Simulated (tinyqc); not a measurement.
## Line constants from open and short measurements

Inverse problem. A uniform line of length len, under a quarter wavelength, has Z_open = Zc coth(gamma len) and Z_short = Zc tanh(gamma len); gamma Zc = r + i w l and gamma/Zc = g + i w c, w = 2 pi f. Find r, l and c.

Values chosen for this exercise: length len = 10 mm; frequency f = 1.5 GHz.

Zin with the far end open = 11.901150-56.267257i ohm
Zin with the far end shorted = 38.495500+20.974677i ohm

Solution. The product of the two impedances is Zc^2 and their ratio tanh^2(gamma len); the principal branch holds below a quarter wavelength.

r = 3.03 ohm/mm
l = 0.263 nH/mm
c = 165 pF/m

tinyqc, about 0.01 s, one thread, Intel Xeon 2.30GHz (shared host): `OMP_NUM_THREADS=1 python tinyqc.py 2810216 2810217 out.jsonl`
